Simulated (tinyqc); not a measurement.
# Finite-size error of a charged defect in a periodic cell: Madelung and Makov-Payne terms, step by step

A worked calculation. Computed by tinyqc, a small Python program that keeps every step. Command: `OMP_NUM_THREADS=1 python tinyqc.py 3006412 3006413 out.jsonl imagecharge walk`. One thread of a shared host (Intel(R) Xeon(R) Processor @ 2.30GHz), about 0.08 s of CPU time with the checks. Intermediate numbers are printed to about 7 digits and carried at full precision; extremes and crossings named in words are read from the listed rows.

L is the cube root of the cell volume. The defect charge is a Gaussian, rho(r) = q (2 pi sigma^2)^(-3/2) exp(-r^2/2 sigma^2), repeated periodically in a uniform neutralising background and screened by a continuum. The model cell energy is E(L) = E_0 + [periodic - isolated electrostatic energy].

Inputs (values chosen for the exercise, with screening close to that of ZnO):
```
quantity                                     value      unit
charge q                                        -3         e
cell length L                                   18  angstrom
dielectric constant eps                       8.52         -
width sigma of the defect charge              0.97  angstrom
formation energy of the isolated defect E_0  1.645        eV
```

Supercell lattice: sc. Screening: isotropic.

scatter added to the six cells, standing for numerical noise (meV): 3.4  -2.3  -1.9  1.1  -3.2  0.49

Constants: e^2/(4 pi eps_0) = 14.39964548 eV angstrom.

## The cell

Cell vectors: (1,0,0), (0,1,0), (0,0,1), scaled to volume L^3.

cell vectors (rows) (angstrom):
```
    1   2   3
1  18   0   0
2   0  18   0
3   0   0  18
```

nearest image = 18 angstrom

## Madelung energy

Ewald sum for a unit point charge: scale each Cartesian component of the cell by 1/sqrt(eps_i), giving R', G' and V'; E = [ (1/2) sum erfc(eta R')/R' + (2 pi/V') sum exp(-G'^2/4 eta^2)/G'^2 - eta/sqrt(pi) - pi/(2 V' eta^2) ] e^2/(4 pi eps_0) / sqrt(eps_x eps_y eps_z), over n_i = -6..6, omitting n = (0,0,0), eta = 2/V'^(1/3). alpha = -2 E eps_g L/(e^2/(4 pi eps_0)), eps_g = (eps_x eps_y eps_z)^(1/3).

terms for a unit charge (eV): real space 0.0013431, reciprocal 0.0082745, self -0.1059485, background -0.0368722

Madelung constant alpha = 2.837297

point-charge correction -q^2 E = 1.198829 eV

## Energy of the smeared charge in the cell

Periodic energy of the Gaussian: (2 pi q^2/V) sum_(G != 0) exp(-sigma^2 G^2)/(G.eps.G) x e^2/(4 pi eps_0), n_i = -k..k with k = max(9, L/sigma rounded up). Isolated energy: q^2/(2 sqrt(pi) sigma) <1/(n.eps.n)> e^2/(4 pi eps_0), the mean over directions n, here 1/eps.

periodic energy = 3.240213 eV

isolated energy = 4.423622 eV

finite-size error = -1.183409 eV

E(L) = 0.4615906 eV

## Makov-Payne correction

Second radial moment Q = q <r^2> = 3 q sigma^2; E(corrected) = E(L) + q^2 alpha e^2/(4 pi eps_0)/(2 eps L) - 2 pi q Q e^2/(4 pi eps_0)/(3 eps L^3). Errors left are the corrected energies less E_0.

Q = -8.4681 e angstrom^2

third-order term = -0.01541915 eV

error left after the first term = 0.01541915 eV

error left after both terms = 0 eV

third-order over first-order term, in size = 0.01286185

The point-charge term alone overcorrects by 0.0154 eV, 1 % of itself; both terms together are exact to 1e-7 eV, since the clouds do not overlap.

## A series of cells

Cells of the same shape with L scaled by 0.7, 0.85, 1, 1.25, 1.5 and 2; the scatter is added to E(L). The point-charge correction scales as 1/L from its value at the input L.

Scaling data:
```
L (angstrom)  1/L (1/angstrom)  E(L) (eV)  E(L) + point-charge correction (eV)
12.6                0.07936508  -0.019258                             1.693354
15.3                0.06535948   0.257421                             1.667808
18.0                0.05555556   0.459691                             1.658519
22.5                0.04444444   0.694932                             1.653995
27.0                0.03703704   0.847150                             1.646369
36.0                0.02777778   1.048003                             1.647417
```

## Ways to reach the isolated limit

Least-squares fits of E(L) to a + b/L, a + c/L^3 or a + b/L + c/L^3; the estimate is a, and errors are against E_0.

Estimates of E_0:
```
way                              estimate (eV)  error (meV)
largest cell, uncorrected             1.048003    -596.9969
largest cell, point-charge term       1.647417       2.4174
1/L fit, three smallest               1.573903     -71.0973
1/L fit, all six                      1.616441     -28.5587
1/L^3 fit, all six                    0.936600    -708.4002
1/L and 1/L^3, three smallest         1.686595      41.5947
1/L and 1/L^3, all six                1.651760       6.7596
corrected data, 1/L^3 fit             1.643319      -1.6806
```

coefficient b of the full fit = -21.83663 eV angstrom

Best here: corrected data, 1/L^3 fit (-1.7 meV); worst: 1/L^3 fit, all six (-708 meV). The fitted b is 101.2 % of the Madelung value -q^2 alpha e^2/(8 pi eps_0 eps_g), so such a fit also measures the screening. The three-term fit to three small cells has no spare point and magnifies the scatter. A pure 1/L fit lands below E_0, because the positive 1/L^3 term flattens the small-cell points.

Checks made by the program: the same sum with another eta (relative difference below 1e-10); both terms against the exact model when the clouds do not overlap (relative difference below 1e-10).
